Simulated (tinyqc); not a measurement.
Tunnelling through a gate dielectric, WKB transmission and Tsu-Esaki current: two steps of the calculation.

Electrons leave the emitter at x = 0. Energies E (motion across the layers) are in eV from the emitter Fermi level; the collector Fermi level lies at -V and offers states at every E. No charge in the dielectric and no image force: F1 = V/t1, U = phi1 - F1 x. With C = hbar^2/(2 m0), kappa = sqrt(m (U - E)/C) where U > E and 0 elsewhere; T(E) = exp(-S), S = 2 times the integral of kappa over x.

Parameters, values chosen for the exercise; dielectric values close to those of silicon dioxide:
```
symbol  value  unit                                                        meaning
T         350     K                                                    temperature
Ef        0.4    eV              Fermi energy of the emitter above its band bottom
me          1    m0                            emitter mass in the supply function
phi1     3.18    eV  barrier of layer 1 above the emitter Fermi level at zero bias
m1        0.5    m0                                     tunnelling mass of layer 1
t1        5.1    nm                                           thickness of layer 1
V         5.9     V                                  voltage across the dielectric
E           0    eV                                energy of the electron followed
nc          6                                                  cells in each layer
Ea       -0.4    eV                                   lower end of the energy grid
Eb       0.41    eV                                   upper end of the energy grid
nE         11                                            points of the energy grid
```

Constants: q = 1.602176634e-19 C, kB = 1.380649e-23 J/K, hbar = 1.054571817e-34 J s, m0 = 9.1093837015e-31 kg, Vt = kB T/q, hbar^2/(2 m0) = 0.0380998212 eV nm^2. Results are converted to the units shown.

Task 1. WKB exponent by the midpoint rule. Cut each layer into nc equal cells, take U and kappa at the cell centres, and sum S = 2 sum kappa h.

Find: x; U; kappa; S; T(E).

Result 1.

```
cell  x (nm)   U (eV)  kappa (1/nm)
0     0.4250   2.6883        5.9397
1     1.2750   1.7050        4.7303
2     2.1250   0.7217        3.0775
3     2.9750  -0.2617        0.0000
4     3.8250  -1.2450        0.0000
5     4.6750  -2.2283        0.0000
```

S = 23.371
T(E) = 7.0837e-11

Task 2. Current density on a coarse energy grid. Each layer adds (2/F) sqrt(m/C) [G(u at its left edge) - G(u at its right edge)] to S, with u = U - E (0 where negative) and G(u) = (2/3) u^1.5. The slope follows from 1/d = -dS/dE.

J = J0 times the integral of T(E) N(E) dE, N = ln[(1 + exp(-E/Vt))/(1 + exp((-E - V)/Vt))], J0 = q^2 me m0 kB T/(2 pi^2 hbar^3) (times 1e-4 for A/cm^2 per eV), by Simpson's rule on nE equally spaced points from Ea to Eb.

Wanted: E; T(E); N; T(E) N; J0; J.

Result 2.

```
point   E (eV)       T(E)         N     T(E) N
0      -0.4000  5.217e-13     13.26  6.919e-12
1      -0.3190  1.355e-12     10.58  1.433e-11
2      -0.2380  3.480e-12     7.891  2.747e-11
3      -0.1570  8.841e-12     5.211  4.607e-11
4      -0.0760  2.221e-11     2.597  5.768e-11
5       0.0050  5.515e-11    0.6137  3.385e-11
6       0.0860  1.354e-10   0.05616  7.604e-12
7       0.1670  3.286e-10  0.003931  1.291e-12
8       0.2480  7.879e-10  2.685e-4  2.115e-13
9       0.3290   1.867e-9  1.831e-5  3.417e-14
10      0.4100   4.369e-9  1.248e-6  5.454e-15
```

J0 = 4.881e8 A/(cm^2 eV)
J = 0.007580 A/cm^2

The integrand peaks at E = -0.0760 eV among these points.

Range of the model: The field of 11.6 MV/cm is more than most gate dielectrics sustain; the model ignores breakdown.

Program tinyqc, `OMP_NUM_THREADS=1 python tinyqc.py 2540105 2540106 out.jsonl`; Intel Xeon 2.30GHz, shared host, one thread, about 0.02 s.
